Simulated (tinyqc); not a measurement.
Levels against anisotropy: donor in an ellipsoidal valley (Kohn-Luttinger variational method). Computed by tinyqc, a small Python program. Command: `OMP_NUM_THREADS=1 python tinyqc.py 3009153 3009154 out.jsonl kohnlutt walk`. One thread of a shared host (Intel(R) Xeon(R) Processor @ 2.30GHz), about 0.03 s of CPU time with the checks.

H = -(d^2/dx^2 + d^2/dy^2) - gamma d^2/dz^2 - 2/r in units built on m_t, with gamma = m_t/m_l and z along the valley axis. One valley; no valley-orbit or central-cell term.

Inputs (values chosen for the exercise, modelled on silicon): transverse mass m_t = 0.195 m_0; longitudinal mass m_l = 0.942 m_0; dielectric constant eps = 11.7.

Constants: Ry = 13.605693123 eV; a_0 = 0.529177210903 angstrom.

Method:
- Ry* = Ry m_t/eps^2, a* = a_0 eps/m_t, gamma = m_t/m_l.
- Trial function exp(-sqrt((x^2 + y^2)/a^2 + z^2/b^2)) with beta = b/a < 1: E = t/a^2 - u/a, t = (2 + gamma/beta^2)/3, u = 2 arcsin(sqrt(1 - beta^2))/sqrt(1 - beta^2); the best a is 2 t/u and E(beta) = -u^2/(4 t).
- The trial energy is minimised over beta by golden section from 0.05 to 0.999, 60 steps.
- Gaussian basis: g = P exp(-al (x^2 + y^2) - be z^2) with P = 1 (s-like), z (2p0) or x (2p+-); al = 0.004 x 2.6^k, k = 0..11, and be/al = 1, gamma^(-1/2) or 1/gamma (36 functions); 1/r = (2/sqrt(pi)) int exp(-t^2 r^2) dt by 48 Gauss-Legendre points after t = sqrt(al_i + al_j) tan(theta); overlap eigenvalues below 1e-10 are dropped.

gamma = 0.207006

Binding energies (Ry*):
```
gamma  1s, trial  1s, Gaussians     2p0     2p+-
0.052     2.0758         2.0870  1.0102  0.36733
0.100     1.8387         1.8445  0.7905  0.34751
0.210     1.5615         1.5636  0.5735  0.32059
0.310     1.4162         1.4172  0.4755  0.30461
0.350     1.3713         1.3720  0.4474  0.29939
0.590     1.1819         1.1820  0.3390  0.27567
0.850     1.0548         1.0548  0.2753  0.25806
```

As gamma falls from 0.85 to 0.052, 1s deepens from 1.055 to 2.087 Ry*, on the way from the hydrogen value 1 to the two-dimensional limit 4; 2p+- moves from 0.258 to 0.367 (limits 1/4 and 4/9), while 2p0 climbs from 0.275 to 1.010 and joins 1s as gamma tends to 0. Near gamma = 1 the trial function is almost exact and can pass the Gaussian basis, whose own error is about 3e-5 Ry*.

Extremes, crossings and ranges named in words are read from the listed rows.
